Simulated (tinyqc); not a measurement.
What moves the results: alloy A(1-x)B(x) by interpolation with bowing. A value that a table varies takes the place of the one given here.

Each gap follows E(x) = (1 - x) E_A + x E_B - C x (1 - x); the lattice constant follows Vegard, a(x) = (1 - x) a_A + x a_B.

Mass at Gamma from the Kane formula 1/m = F + Ep (Eg + 2 Dso/3)/(Eg (Eg + Dso)). F is fixed by the masses of A and B and interpolated linearly, as is Ep; Eg and Dso carry their bowing.

Constants: hc = 1239.841984 eV nm.

Inputs chosen for the exercise (A near AlAs, B near InAs; not measured data):
```
symbol  value             unit      meaning
a       (5.665, 6.066)    angstrom  lattice constant of A, B
Eg      (3.128, 0.414)    eV        gap at Gamma to the s-like level of A, B
EgX     (2.246, 1.421)    eV        gap to the lowest valley along Gamma-X of A, B
EgL     (2.472, 1.13)     eV        gap to L of A, B
C       (0.741, 0.03, 0)  eV        bowing of the Gamma, X and L gaps
Dso     (0.28, 0.388)     eV        spin-orbit splitting of A, B
Ep      (20.9, 21.8)      eV        Kane energy of A, B
me      (0.1482, 0.026)   m0        electron mass at Gamma of A, B
Cs      0.17              eV        bowing of Dso
x       0.16                        fraction of B
```

## Gaps across the alloy

Eleven compositions.

Gaps (eV):
```
x    a (angstrom)  Gamma      X      L  lowest  wavelength (nm)
0.0        5.6650  3.128  2.246  2.472       X              552
0.1        5.7051  2.790  2.161  2.338       X              574
0.2        5.7452  2.467  2.076  2.204       X              597
0.3        5.7853  2.158  1.992  2.069       X              622
0.4        5.8254  1.865  1.909  1.935   Gamma              665
0.5        5.8655  1.586  1.826  1.801   Gamma              782
0.6        5.9056  1.322  1.744  1.667   Gamma              938
0.7        5.9457  1.073  1.662  1.533   Gamma             1156
0.8        5.9858  0.838  1.581  1.398   Gamma             1479
0.9        6.0259  0.619  1.501  1.264   Gamma             2004
1.0        6.0660  0.414  1.421  1.130   Gamma             2995
```

The lowest valley changes at x = 0.378 (X to Gamma, gap 1.927 eV). The Gamma gap is monotonic, since its bowing (0.741 eV) is smaller than the difference of the end gaps (2.714 eV); at x = 0.5 bowing lowers it by C/4 = 0.185 eV.

## Three ways to interpolate a mass

Linear in m, linear in 1/m, and the Kane formula.

Masses (m0):
```
x      Eg (eV)  linear in m  linear in 1/m    Kane  Kane m/Eg (1/eV)
0.000    3.128       0.1482         0.1482  0.1482            0.0474
0.125    2.708       0.1329         0.0934  0.1423            0.0526
0.250    2.311       0.1177         0.0681  0.1319            0.0571
0.375    1.937       0.1024         0.0536  0.1174            0.0606
0.500    1.586       0.0871         0.0442  0.0996            0.0628
0.625    1.258       0.0718         0.0376  0.0802            0.0637
0.750    0.954       0.0566         0.0328  0.0607            0.0637
0.875    0.672       0.0413         0.0290  0.0424            0.0631
1.000    0.414       0.0260         0.0260  0.0260            0.0628
```

At x = 0.5 the three give 0.0871, 0.0442 and 0.0996; judged by the largest distance, the Kane value is closer to the interpolation in m (largest distances 0.0150 m0 from the rule in m, 0.0638 m0 from the rule in 1/m). The ratio m/Eg varies by a factor of 1.35 while the gap varies by 7.56; a constant ratio is the two-band rule m = Eg/Ep at fixed Ep.

## What each parameter does

Gaps at x and the Kane mass. Each row changes one parameter from the base and keeps the others.

Results:
```
case                       Gamma (eV)  X (eV)  L (eV)  mass (m0)
base                           2.5942  2.1100  2.2573     0.1399
x = 0.2                        2.4666  2.0762  2.2036     0.1366
C = (0.841, 0.13, 0.1) eV      2.5807  2.0965  2.2438     0.1391
Eg = (3.284, 0.414) eV         2.7252  2.1100  2.2573     0.1421
EgX = (2.246, 1.35) eV         2.5942  2.0986  2.2573     0.1399
EgL = (2.348, 1.13) eV         2.5942  2.1100  2.1531     0.1399
Ep = (23, 24) eV               2.5942  2.1100  2.2573     0.1497
Cs = 0.22 eV                   2.5942  2.1100  2.2573     0.1397
```

The largest shifts from the base row, up to three for each result and ties (the steps differ in size, so this ranks the rows, not the parameters). Gamma (eV): Eg +0.1310, x -0.1275, C -0.0134; unchanged at the printed digits by EgX, EgL, Ep and Cs. X (eV): x -0.0338, C -0.0134, EgX -0.0114; unchanged at the printed digits by Eg, EgL, Ep and Cs. L (eV): EgL -0.1042, x -0.0537, C -0.0134; unchanged at the printed digits by Eg, EgX, Ep and Cs. mass (m0): Ep +0.0099, x -0.0032, Eg +0.0023; unchanged at the printed digits by EgX and EgL.

Program tinyqc; command `OMP_NUM_THREADS=1 python tinyqc.py 1081232 1081233 out.jsonl`; about 0.01 s on one thread of a shared Intel(R) Xeon(R) Processor @ 2.30GHz.
